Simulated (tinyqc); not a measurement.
Band bending at a free surface with one surface level, surface photovoltage and Kelvin probe: one step of the calculation.

n-type bulk, xi = Ec - EF = Vt ln(Nc/Nd), p0 = ni^2/Nd, ni = sqrt(Nc Nv) exp(-Eg/(2 Vt)), Eg in volts. b is the upward band bending, u = b/Vt. Space charge per area, in units of q: Qc = sign(b) sqrt((2 eps0 eps_r Vt/q) [(Nd + dn)(exp(-u) - 1) + Nd u + (p0 + dn)(exp(u) - 1)]), with dn the excess density under light (flat quasi-Fermi levels; 0 in the dark). The level holds -Ns f, f = 1/(1 + exp((xi + b - Es)/Vt)). Neutrality: Qc + Qf + (charge of the states) = 0.

Problem. Work function and Kelvin-probe reading. Work function chi + xi + b; contact potential difference CPD = (work function of the sample) - pt. Depth of EF below Ec at the surface: xi + b. Depletion width Qc/Nd.

Parameters, values chosen for the exercise; band and dielectric values those of a made-up semiconductor:
- T = 300 K (temperature)
- Eg = 1.09 eV (band gap)
- eps_r = 9.57 (relative permittivity)
- Nc = 3.43e19 cm^-3 (conduction-band density of states at T)
- Nv = 3.16e19 cm^-3 (valence-band density of states at T)
- chi = 5.25 eV (electron affinity)
- Nd = 6.7e15 cm^-3 (donor density)
- Qf = 2.8e10 cm^-2 (fixed positive charge at the surface)
- pt = 4.38 eV (work function of the probe tip)
- Ns = 6.3e11 cm^-2 (density of an acceptor-like surface level)
- Es = 0.46 eV (its depth below the conduction edge)

Constants: q = 1.602176634e-19 C, kB = 1.380649e-23 J/K, Vt = kB T/q, eps0 = 8.8541878128e-14 F/cm where lengths are in cm. Results are converted to the units shown.

converged b = 0.26731784 V

Give: xi + b; Qc; Qc/Nd; work function; CPD.

Solution.

xi + b = 0.48811 eV
Qc = 1.3081e11 cm^-2
Qc/Nd = 195.25 nm
work function = 5.7381 eV
CPD = 1358.1 mV

The level is 25.2 % filled: the Fermi level is pinned at it.

Program tinyqc, `OMP_NUM_THREADS=1 python tinyqc.py 2430040 2430041 out.jsonl`; Intel Xeon 2.30GHz, shared host, one thread, about 0.01 s.
